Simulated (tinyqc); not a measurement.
Worked calculation: tight binding, kagome lattice. Computed by tinyqc, a small Python program that keeps every step. Settings: t1 = 1.14, t2 = 1.14, delta = -0.86, bands filled = 2. Command: `OMP_NUM_THREADS=1 python tinyqc.py 26460 26461 out.jsonl` (the two numbers bound the seeds that draw the settings). One thread of a shared host (Intel(R) Xeon(R) Processor @ 2.60GHz), about 0.01 s of CPU time with the checks.

## Bloch Hamiltonian at k

Parameters chosen for this model:
```
parameter      value                unit
t1          1.140000    eV, up triangles
t2          1.140000  eV, down triangles
delta      -0.860000        eV on site C
```

k point k (fractions of the reciprocal vectors): [0.0300, -0.3000]

H_AB = -t1 - t2 exp(-i k.a1), H_AC = -t1 - t2 exp(-i k.a2), H_BC = -t1 - t2 exp(i k.(a1 - a2)), H_CC = delta.

H(k) at k (eV), order A, B, C:
```
[[0.0000, -2.2598+0.2136i, -0.7877-1.0842i],
 [-2.2598-0.2136i, 0.0000, -0.5908-0.9990i],
 [-0.7877+1.0842i, -0.5908+0.9990i, -0.8600]]
```

## Levels at k

Diagonalise the Hermitian matrix.

eigenvalues (eV): [-3.4695, 0.3330, 2.2765]

weights |c|^2 of the basis functions, order A, B, C:
```
[[0.3527, 0.1285, 0.5188],
 [0.3322, 0.1893, 0.4786],
 [0.3151, 0.6822, 0.0027]]
```

## Bloch Hamiltonian at K

k point K (fractions of the reciprocal vectors): [0.3333, 0.6667]

As before.

H(k) at K (eV), order A, B, C:
```
[[0.0000, -0.5700+0.9873i, -0.5700-0.9873i],
 [-0.5700-0.9873i, 0.0000, -0.5700+0.9873i],
 [-0.5700+0.9873i, -0.5700-0.9873i, -0.8600]]
```

## Levels at K

As before.

eigenvalues (eV): [-1.7572, -1.1400, 2.0372]

weights |c|^2 of the basis functions, order A, B, C:
```
[[0.1182, 0.5000, 0.3818],
 [0.1182, 0.5000, 0.3818],
 [0.7636, 0.0000, 0.2364]]
```

## Bands along a path

The same steps at evenly spaced points between the labelled ones.

Bands along the path (eV):
```
k           band 1   band 2  band 3
G          -4.8717   1.7317  2.2800
G-K 0.20   -4.6715   1.5707  2.2408
G-K 0.40   -4.1049   1.0599  2.1851
G-K 0.60   -3.2686   0.2669  2.1417
G-K 0.80   -2.3149  -0.6412  2.0961
K          -1.7572  -1.1400  2.0372
K-M 0.20   -2.0364  -0.8252  2.0016
K-M 0.40   -2.3303  -0.4935  1.9638
K-M 0.60   -2.5587  -0.2290  1.9277
K-M 0.80   -2.7016  -0.0589  1.9005
M          -2.7502        0  1.8902
M-K' 0.20  -2.7016  -0.0589  1.9005
M-K' 0.40  -2.5587  -0.2290  1.9277
M-K' 0.60  -2.3303  -0.4935  1.9638
M-K' 0.80  -2.0364  -0.8252  2.0016
K'         -1.7572  -1.1400  2.0372
```

With 2 band(s) filled, the highest filled level on these points lies at G and the lowest empty one at M: a gap of 0.1585 eV, indirect.
